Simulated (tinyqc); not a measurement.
Inside a calculation. Method: plane-wave Kohn-Sham cycle with exchange-only LDA in a layered model solid. Computed by tinyqc, a small Python program that keeps every step. Settings: points = 16, plane-wave index or count = 2, electrons = 2, k points = 1, area = 38.0, mixing = 0.5, iteration cap = 54, Kerker q0 = 0.52. Command: `OMP_NUM_THREADS=1 python tinyqc.py 20228 20229 out.jsonl` (the two numbers bound the seeds that draw the settings). One thread of a shared host (Intel(R) Xeon(R) Processor @ 2.60GHz), about 0.02 s of CPU time with the checks.

A solid whose potential varies along x alone (atomic units):

| parameter | value |
|---|---|
| period a | 14.600000 |
| cross-section of the cell | 38.000000 |
| electrons per cell | 2 |
| grid points | 16 |
| plane waves -n..n, n | 2 |
| k points | 1 |
| V1 in V1 cos(2 pi x/a) | -0.480000 |

Stop when sqrt(dV sum R^2) is below 1e-8, dV = a A/N.

Course of the cycle:

| iteration | E (hartree) | norm of the residual |
|---|---|---|
| 1 | -0.894561 | 1.15e-01 |
| 2 | -0.792304 | 8.49e-02 |
| 3 | -0.729076 | 6.34e-02 |
| 4 | -0.691783 | 4.78e-02 |
| 5 | -0.670327 | 3.62e-02 |
| 6 | -0.658264 | 2.76e-02 |
| 7 | -0.651648 | 2.11e-02 |
| 8 | -0.648120 | 1.61e-02 |
| 9 | -0.646300 | 1.23e-02 |
| 10 | -0.645400 | 9.38e-03 |
| 11 | -0.644981 | 7.15e-03 |
| ... | ... | ... |
| 44 | -0.644823 | 1.02e-06 |
| 45 | -0.644823 | 7.80e-07 |
| 46 | -0.644823 | 5.99e-07 |
| 47 | -0.644823 | 4.60e-07 |
| 48 | -0.644823 | 3.53e-07 |
| 49 | -0.644823 | 2.71e-07 |
| 50 | -0.644823 | 2.08e-07 |
| 51 | -0.644823 | 1.60e-07 |
| 52 | -0.644823 | 1.23e-07 |
| 53 | -0.644823 | 9.45e-08 |
| 54 | -0.644823 | 7.26e-08 |

Can the last value be used, and what does the course show?

Not by the stop rule, although the second column moves by less than 1e-07 over the last three steps. Not converged within 54 iterations: the residual falls steadily but slowly, by a factor of about 0.77 a step. Reruns (cap 100 unless said): mixing 0.1: not converged; mixing 0.5, Kerker q0 1.0: not converged; mixing 0.3, Pulay depth 5: converged in 12 (E = -0.64482); the original settings with a cap of 400: converged in 62 (E = -0.64482).
